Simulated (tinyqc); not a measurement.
Inside a calculation. Model: resistance of a source-drain extension with a graded tip.

Program tinyqc, `OMP_NUM_THREADS=1 python tinyqc.py 2282157 2282158 out.jsonl`; Intel Xeon 2.30GHz, shared host, one thread, about 0.03 s. Printed values are rounded.

y runs along the channel, the gate covers y > 0. The doping is N0 for y < y0 and N0 10^(-(y - y0)/la) beyond, uniform over the depth xj. Sheet conductance s(y) = q mu(N) max(N - Nch, 0) xj + (for y > 0) ma Cox Vo, with mu(N) = u0 + (u1 - u0)/(1 + (N/Nr)^au) and Cox = eps0 eox/tox. Current is taken as one-dimensional; depletion of the tip, spreading and the contact are left out. The metallurgical junction lies at yj, where N = Nch.

Inputs (values chosen for the exercise); mobility law close to that of electrons in silicon: relative permittivity of the gate insulator (close to aluminium oxide) eox = 9.03; insulator thickness tox = 2.3 nm; active doping of the extension far from the gate N0 = 7.3e19 cm^-3; lateral abruptness la = 5.5 nm/decade; position under the gate where the fall begins (gate edge at 0) y0 = 1.4 nm; depth of the extension xj = 16 nm; channel doping Nch = 6.3e17 cm^-3; gate overdrive Vo = 0.74 V; mobility of the gate-induced layer ma = 94 cm^2/(V s); mobility at low doping u1 = 1414 cm^2/(V s); mobility at high doping u0 = 68.5 cm^2/(V s); reference doping Nr = 9.2e16 cm^-3; exponent au = 0.711; gate length Lg = 40 nm.

Constants: q = 1.602176634e-19 C, eps0 = 8.8541878128e-14 F/cm where lengths are in cm. Results are converted to the units shown.

## Sheet resistances and junction position

yj = y0 + la log10(N0/Nch); sheet resistance of the full extension 1/[q mu(N0)(N0 - Nch) xj] and of the gate-induced layer 1/(ma Cox Vo); metallurgical length Lg - 2 yj; ye is where the doped and the gate-induced conductances are equal.

yj = 12.7519 nm
sheet resistance of the extension = 673.144 ohm/square
sheet resistance of the induced layer = 4135.54 ohm/square
metallurgical length = 14.4962 nm
ye = 6.54752 nm
N at ye = 8.46079e18 cm^-3

The gate takes over 6.20 nm before the junction, where N is still 13.4 times the channel doping.

## Resistance of the overlapped part

Midpoint rule on 12 equal steps from 0 to yj: R_ov = sum h/s(y), per width.

| point | y (nm) | N (cm^-3) | doped conductance (uS) | sheet resistance (ohm/square) |
|---|---|---|---|---|
| 0 | 0.531329 | 7.3e19 | 1485.57 | 578.914 |
| 1 | 1.59399 | 6.73058e19 | 1380.33 | 616.470 |
| 2 | 2.65665 | 4.31362e19 | 929.045 | 854.079 |
| 3 | 3.71930 | 2.76459e19 | 632.934 | 1143.20 |
| 4 | 4.78196 | 1.77182e19 | 436.791 | 1473.63 |
| 5 | 5.84462 | 1.13556e19 | 305.077 | 1828.54 |
| 6 | 6.90728 | 7.27778e18 | 214.857 | 2189.80 |
| 7 | 7.96994 | 4.66432e18 | 151.264 | 2544.07 |
| 8 | 9.03260 | 2.98936e18 | 104.603 | 2886.76 |
| 9 | 10.0953 | 1.91587e18 | 68.4935 | 3222.69 |
| 10 | 11.1579 | 1.22788e18 | 38.7032 | 3564.94 |
| 11 | 12.2206 | 7.86948e17 | 12.4226 | 3933.46 |

R_ov = 26.393 ohm um

The exact integral is 26.414 ohm um; the coarse sum is 0.079 % below it.
